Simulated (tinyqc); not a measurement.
Thickness of the film: ellipsoidal valleys in the axes of a wafer and a channel.

Valleys with axes a along x, y and z, two valleys each; inverse mass tensor w = 1/mt + (1/ml - 1/mt) a a. Device axes: z = nz/|nz|, x = nx/|nx|, y = z cross x; in them a = (ax, ay, az). Confinement mass mz = 1/w_zz. In the plane w_ij is replaced by u_ij = w_ij - w_iz w_jz/w_zz (i, j = x, y); density-of-states mass md = 1/sqrt(det u); conductivity mass along x mc = 1/u_xx; ballistic transport mass mx = u_yy/det u, width mass my = 1/u_yy.

Hard walls: E_n = c (n pi/t)^2/mz, c = hbar^2/2m0, n = 1, 2, 3. Non-degenerate share of a valley proportional to md sum_n exp(-E_n/kT); mean 1/mc = sum of share/mc. 1 nm = 10 angstrom.

Constants: hbar^2/2m0 = 3.80998211 eV angstrom^2; kB = 8.617333262e-05 eV/K.

Parameters, chosen for this exercise (near those of the Delta valleys of Si; not measured data):
- ml = 0.937 m0 (longitudinal mass)
- mt = 0.188 m0 (transverse mass)
- nz = (1, 0, 0) (surface normal (confinement))
- nx = (0, 1, 1) (channel direction)
- T = 300 K (temperature)

Share of the lowest ladder and mean conductivity mass.

Results:

| t (nm) | lowest E1 (meV) | spread of E1 (meV) | share of the lowest ladder | mean mc |
|---|---|---|---|---|
| 2.0 | 100.3 | 399.7 | 1.000 | 0.1880 |
| 3.0 | 44.6 | 177.6 | 0.995 | 0.1883 |
| 4.0 | 25.1 | 99.9 | 0.919 | 0.1943 |
| 5.0 | 16.1 | 64.0 | 0.755 | 0.2084 |
| 7.0 | 8.2 | 32.6 | 0.535 | 0.2309 |
| 10.0 | 4.0 | 16.0 | 0.420 | 0.2447 |
| 14.0 | 2.0 | 8.2 | 0.346 | 0.2546 |

The spread falls as 1/t^2 and passes kT = 25.9 meV between t = 7 and 10 nm; the share of the lowest ladder goes from 1.000 to 0.346 and the mean mass goes from 0.1880 to 0.2546, against 0.2563 for equal shares, the limit of a thick film (the bulk value 3/(1/ml + 2/mt) is 0.2563). Three subbands a valley become too few once E3 nears kT.

Run: tinyqc, `OMP_NUM_THREADS=1 python tinyqc.py 1880372 1880373 out.jsonl`; Intel(R) Xeon(R) Processor @ 2.30GHz, one thread, shared host; about 0.01 s of CPU time with all checks.
